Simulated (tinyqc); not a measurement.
Short-channel transistor, virtual-source model with series resistance: two steps of the calculation.

The current per gate width is the charge at the top of the source barrier (the virtual source) times its velocity times a saturation function; al and be are fitting constants of the model. Units: I in uA/um, Rs in ohm um, so I Rs = 1e-6 I Rs in volts; Q in uC/cm^2, so I = 1e-4 Q vx0 Fsat with vx0 in cm/s.

Inputs (values chosen for the exercise):
- T = 300 K (temperature)
- Cinv = 2.81 uF/cm^2 (inversion capacitance)
- vx0 = 3.13e7 cm/s (velocity at the virtual source)
- mu = 82 cm^2/(V s) (apparent mobility)
- L = 20 nm (channel length)
- VT0 = 0.3 V (threshold at zero drain voltage)
- dl = 0.028 V/V (drain-induced barrier lowering)
- n0 = 1.05 (subthreshold factor)
- nd = 0.2 1/V (growth of n with drain voltage)
- al = 3.5 (threshold shift (in units of Vt) from weak to strong inversion)
- be = 1.6 (sharpness of saturation)
- Rs = 30 ohm um (series resistance of each contact)
- Vgs = 1 V (gate voltage)
- Vds = 1 V (drain voltage)

Constants: q = 1.602176634e-19 C, kB = 1.380649e-23 J/K, Vt = kB T/q. Results are converted to the units shown.

Task 1. Current through the series resistance. Intrinsic voltages Vg' = Vgs - I Rs, Vd' = Vds - 2 I Rs. n = n0 + nd Vd', VT = VT0 - dl Vd', Ff = 1/(1 + exp((Vg' - VT + al Vt/2)/(al Vt))), Q = Cinv n Vt ln(1 + exp((Vg' - VT + al Vt Ff)/(n Vt))), Vdsat = (vx0 L/mu)(1 - Ff) + Vt Ff, Fsat = u/(1 + u^be)^(1/be) with u = Vd'/Vdsat, and I(out) = Q vx0 Fsat per width. (Fsat takes the sign of u.) Newton step: I(new) = I + (I(out) - I)/(1 - s), s = dI(out)/dI by a central difference with +/- 0.001 uA/um.

I at the start = 0 uA/um

Find: Vg'; Vd'; VT; Ff; Q; Vdsat; Fsat; I(out); s; I after iteration 1.

Result 1.

Vg' = 1.0000 V
Vd' = 1.0000 V
VT = 0.27200 V
Ff = 1.9432e-4
Q = 2.0457 uC/cm^2
Vdsat = 0.76327 V
Fsat = 0.73152
I(out) = 4684.0 uA/um
s = -0.31428
I after iteration 1 = 3563.9 uA/um

Task 2. What the series resistance costs. n = n0 + nd Vd', VT = VT0 - dl Vd', Ff = 1/(1 + exp((Vg' - VT + al Vt/2)/(al Vt))), Q = Cinv n Vt ln(1 + exp((Vg' - VT + al Vt Ff)/(n Vt))), Vdsat = (vx0 L/mu)(1 - Ff) + Vt Ff, Fsat = u/(1 + u^be)^(1/be) with u = Vd'/Vdsat, and I = Q vx0 Fsat per width. I0 is the current for Rs = 0. Effective velocity I/Q; transit time L Q/I.

converged I = 3561.4547 uA/um
I0 = 4684.0269 uA/um

Give: loss against I0; effective velocity; transit time.

Result 2.

loss against I0 = 23.966 %
effective velocity = 2.0601e7 cm/s
transit time = 0.097084 ps

Numbers from tinyqc (`OMP_NUM_THREADS=1 python tinyqc.py 2380056 2380057 out.jsonl`; about 0.01 s on one thread of a shared Intel Xeon 2.30GHz).
